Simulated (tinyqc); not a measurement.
Inside a calculation. Method: bound state in one dimension: Numerov shooting, finite differences, DVR. Computed by tinyqc, a small Python program that keeps every step. Settings: points = 96. Command: `OMP_NUM_THREADS=1 python tinyqc.py 23522 23523 out.jsonl` (the two numbers bound the seeds that draw the settings). One thread of a shared host (Intel(R) Xeon(R) Processor @ 2.60GHz), about 0.01 s of CPU time with the checks.

## Numerov steps at E = 0.1

One particle of mass 1 in V = 7.86 (1 - exp(-0.5 x))^2 (atomic units), psi = 0 at both ends:
```
parameter                 value
left end              -1.600000
right end                     7
intervals                    96
h                      0.089583
state sought (nodes)          2
```

k_i = 2 m (E - V_i); (1 + h^2 k_(i+1)/12) y_(i+1) = 2 (1 - 5 h^2 k_i/12) y_i - (1 + h^2 k_(i-1)/12) y_(i-1), from y_0 = 0, y_1 = 0.001.

Points along the way:
```
i         x        V         k       y
0   -1.6000  11.8053  -23.4107  0.0000
1   -1.5104  10.0019  -19.8038  0.0010
2   -1.4208   8.4172  -16.6344  0.0022
3   -1.3313   7.0297  -13.8593  0.0036
4   -1.2417   5.8197  -11.4394  0.0054
5   -1.1521   4.7696   -9.3391  0.0078
32   1.2667   1.7302   -3.2604  0.2628
33   1.3562   1.9060   -3.6119  0.2990
34   1.4458   2.0820   -3.9639  0.3439
35   1.5354   2.2575   -4.3150  0.3997
36   1.6250   2.4320   -4.6640  0.4695
37   1.7146   2.6050   -5.0099  0.5569
```

## Bisection on the node count

With more sign changes than the state has nodes (the last point included) the energy is too high, else too low; the bracket starts as 0.1 to 10.

Trials:
```
trial         E  sign changes  y at the right end   next
1      5.050000             3           -5.05e+00  lower
2      2.575000             1           -1.80e+03  raise
3      3.812500             2            1.55e+02  raise
4      4.431250             3           -1.84e+01  lower
5      4.121875             2            1.35e+01  raise
6      4.276562             3           -1.05e+01  lower
7      4.199219             3           -1.12e+00  lower
8      4.160547             2            5.45e+00  raise
9      4.179883             2            1.99e+00  raise
10     4.189551             2            3.96e-01  raise
11     4.194385             3           -3.71e-01  lower
12     4.191968             2            9.88e-03  raise
13     4.193176             3           -1.81e-01  lower
14     4.192572             3           -8.58e-02  lower
...         ...           ...                 ...    ...
28     4.192030             2            3.74e-06  raise
29     4.192030             2            8.22e-07  raise
30     4.192030             3           -6.39e-07  lower
```

eigenvalue = 4.192030 hartree

## The same grid by other methods

Three-point finite differences and the sine-DVR kinetic matrix of Colbert and Miller on the same points.

Lowest levels (hartree):
```
state  finite differences     DVR
0                  0.9609  0.9618
1                  2.6966  2.7001
2                  4.1851  4.1921
3                  5.4239  5.4338
4                  6.4110  6.4221
```
